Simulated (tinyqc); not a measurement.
# p-i-n power rectifier, conductivity modulation at high injection: what changes with what

A drift layer from x = -d to d (2 d = W) between ideal p+ and n+ emitters (no recombination in them). High injection, n = p, ambipolar diffusion with one lifetime; both mobilities scale as (T/300 K)^(-bt).

Parameters, values chosen for the exercise; bulk values close to those of 4H silicon carbide: temperature T = 400 K; relative permittivity eps_r = 9.58; critical-field constant Kc = 23800 V/cm per (cm^-3)^(1/8); rated breakdown voltage of the drift layer BV = 3400 V; drift mobility at 300 K mud = 778 cm^2/(V s); temperature exponent of the drift mobility bt = 2.3; hole mobility at 300 K mup = 106 cm^2/(V s); band gap Eg = 3.19 eV; conduction-band density of states at T Nc = 2.62e19 cm^-3; valence-band density of states at T Nv = 3.85e19 cm^-3; forward current density J = 100 A/cm^2; ramp rate of the current at turn-off a = 120 A/(cm^2 us); high-level lifetime tau = 4.4e-7 s.

Constants: q = 1.602176634e-19 C, kB = 1.380649e-23 J/K, Vt = kB T/q, eps0 = 8.8541878128e-14 F/cm where lengths are in cm. Results are converted to the units shown.

Each table varies one quantity; the others keep the values above.

## Forward voltage and stored charge against the high-level lifetime

Triangular field at breakdown with Ec = Kc N^(1/8): BV = eps0 eps_r Ec^2/(2 q N), so N = (eps0 eps_r Kc^2/(2 q BV))^(4/3); W = 2 BV/Ec; mu = mud (T/300 K)^(-bt); rho = 1/(q mu N); ideal resistance rho W. Da = 2 mun mup Vt/(mun + mup), La = sqrt(Da tau), B = (mun - mup)/(mun + mup) with mun = mud (T/300 K)^(-bt), mup likewise; n(x) = (tau J/(2 q La)) [cosh(x/La)/sinh(d/La) - B sinh(x/La)/cosh(d/La)]. Ohmic drop: integral of J/(q (mun + mup) n); diffusion (Dember) drop Vt B ln(n(-d)/n(d)); both junctions together Vt ln(n(-d) n(d)/ni^2), ni = sqrt(Nc Nv) exp(-Eg/(2 Vt)), Eg in volts; V_F = the sum; stored charge q times the integral of n. Integrals on a fine grid. Peak reverse current if all stored charge left in a linear ramp without recombination (an upper bound): sqrt(2 a Q). Rows where n falls below the doping are left out.

The same in every row: J rho W (V) = 1.517.

Results:
```
tau (s)	d/La	drift drop, ohmic and diffusion (V)	junction drops (V)	V_F (V)	Q (uC/cm^2)	sqrt(2 a Q) (A/cm^2)	lowest n over N
1.6e-7	2.247	0.3050	2.742	3.047	16.00	61.97	2.919
7e-7	1.074	0.06489	2.825	2.890	70.00	129.6	26.38
1.5e-6	0.7339	0.03236	2.873	2.905	150.0	189.7	68.60
3e-6	0.5190	0.01708	2.918	2.935	300.0	268.3	151.8
6.3e-6	0.3581	0.008458	2.967	2.975	630.0	388.8	338.0
1.3e-5	0.2493	0.004188	3.015	3.020	1300	558.6	717.8
```

Estimate the missing row, tau = 3.3e-7 s.

Computed row:
```
tau (s)	d/La	drift drop, ohmic and diffusion (V)	junction drops (V)	V_F (V)	Q (uC/cm^2)	sqrt(2 a Q) (A/cm^2)	lowest n over N
3.3e-7	1.565	0.1344	2.780	2.914	33.00	88.99	9.202
```

With this row back in the table: V_F goes from 3.05 through a minimum of 2.89 (at tau = 7e-7 among the rows listed) to 3.02 V; the drift drop falls from 0.305 to 0.00419 V and the junction drops rise from 2.74 to 3.02 V. The minimum falls at d/La = 1.1: a short lifetime starves the middle of the layer, a long one raises the edge densities and with them the junction drops. Where n exceeds a few 1e17 cm^-3, emitter and Auger recombination, left out here, lower n and change V_F.

## Forward voltage and stored charge against the rated breakdown voltage of the drift layer

Same model as above.

The same in every row: sqrt(2 a Q) (A/cm^2) = 102.8.

Results:
```
BV (V)	d/La	drift drop, ohmic and diffusion (V)	junction drops (V)	V_F (V)	Q (uC/cm^2)	lowest n over N	J rho W (V)
850	0.2689	0.004855	2.894	2.899	44.00	19.20	0.04740
1600	0.5624	0.01984	2.847	2.867	44.00	19.28	0.2304
2300	0.8589	0.04307	2.822	2.865	44.00	17.62	0.5709
3200	1.263	0.08788	2.800	2.888	44.00	14.64	1.303
4400	1.831	0.1881	2.783	2.971	44.00	10.87	2.890
6100	2.680	0.4885	2.774	3.263	44.00	6.690	6.540
8500	3.947	1.802	2.772	4.574	44.00	2.887	14.99
```

Estimate the missing row, BV = 1200 V.

Computed row:
```
BV (V)	d/La	drift drop, ohmic and diffusion (V)	junction drops (V)	V_F (V)	Q (uC/cm^2)	lowest n over N	J rho W (V)
1200	0.4021	0.01055	2.868	2.878	44.00	19.57	0.1122
```

With this row back in the table: V_F goes from 2.90 through a minimum of 2.86 (at BV = 2300 among the rows listed) to 4.57 V; the drift drop rises from 0.00486 to 1.80 V and the junction drops fall from 2.89 to 2.77 V. The unipolar drop J rho W is below V_F for BV up to 4400.

tinyqc, about 0.01 s, one thread, Intel Xeon 2.30GHz (shared host): `OMP_NUM_THREADS=1 python tinyqc.py 2230125 2230126 out.jsonl`
